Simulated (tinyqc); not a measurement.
Inside a calculation. Model: Joule-heated wire on a substrate, fin equation.

Program tinyqc, `OMP_NUM_THREADS=1 python tinyqc.py 2520040 2520041 out.jsonl`; Intel Xeon 2.30GHz, shared host, one thread, about 0.01 s. Printed values are rounded.

A wire of length L loses heat along itself to two contacts and sideways to the substrate: kap A theta'' - g theta + p = 0 with theta = T - T0 and p = p0. The ends are held at T0. Constant conductivity, diffusive heat flow.

Values chosen for this exercise:
- T0 = 293 K (temperature of substrate and contacts)
- kap = 120 W/(m K) (conductivity along the wire)
- A = 1300 nm^2 (cross-section)
- g = 2.1 W/(m K) (conductance per length to the substrate)
- L = 1000 nm (length between the contacts)
- Rc = 0 K/uW (thermal resistance of each contact)
- p0 = 0.37 uW/nm (heating per length)

## Healing length

LH = sqrt(kap A/g); far from the contacts uniform heating p0 would give theta = p0/g.

LH = 272.5541 nm
L/LH = 3.668997
p0/g = 176.1905 K

## The tridiagonal system

Nodes x_i = i h, h = L/10; box widths w_i = h (h/2 at the ends); c = kap A/h; equation of node i: -c theta_(i-1) + d_i theta_i - c theta_(i+1) = b_i with d_i = 2 c + g w_i, b_i = p(x_i) w_i; theta = 0 at the end nodes.

c = 1.56 uW/K

```
node  d (uW/K)  b (uW)
1         3.33      37
2         3.33      37
3         3.33      37
4         3.33      37
5         3.33      37
6         3.33      37
7         3.33      37
8         3.33      37
9         3.33      37
```

## Temperature rise

Solve -c theta_(i-1) + d_i theta_i - c theta_(i+1) = b_i for nodes 1 to 9, with theta = 0 at nodes 0 and 10.

theta, node 0 to 10 (K): [0.0000, 50.5300, 84.1441, 105.3675, 117.0569, 120.7860, 117.0569, 105.3675, 84.1441, 50.5300, 0.0000]

The hottest node is 5, at 120.8 K above T0; a mesh of 800 steps gives a peak of 121.3 K, so the coarse value is 0.44 % below it. On the fine mesh 48.2 % of the heat leaves through the substrate and the rest through the contacts.

## Closed form at the middle

theta(L/2) = (p0/g)[1 - 1/(cosh(L/(2 LH)) + Rc g LH sinh(L/(2 LH)))], LH = sqrt(kap A/g).

theta(L/2) = 121.3169 K
